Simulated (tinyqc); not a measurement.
From results back to parameters: armchair graphene nanoribbon in tight binding.

Problem. For an armchair ribbon without edge correction the gap is 2t times the smallest |1 + 2 cos(p pi/(N + 1))|, p = 1 to N. The gap below belongs to a hidden N between 3 and 40.

Parameters, chosen for this exercise (out of a larger set: near those used for graphene; not measured data): t = 2.6 eV (hopping).

gap = 0.30123 eV

Find: N; family.

Solution. Near c = -1/2 the gap is about 2 pi t/(sqrt3 (N + 1)), which gives N + 1 = 31.3; the exact formula gives 0.00000, 0.30123 and 0.29747 eV for N = 29, 30 and 31.

N = 30

family: 3p

(tinyqc, `OMP_NUM_THREADS=1 python tinyqc.py 1450358 1450359 out.jsonl`, Intel(R) Xeon(R) Processor @ 2.30GHz, 1 thread, shared host, about 0.05 s.)
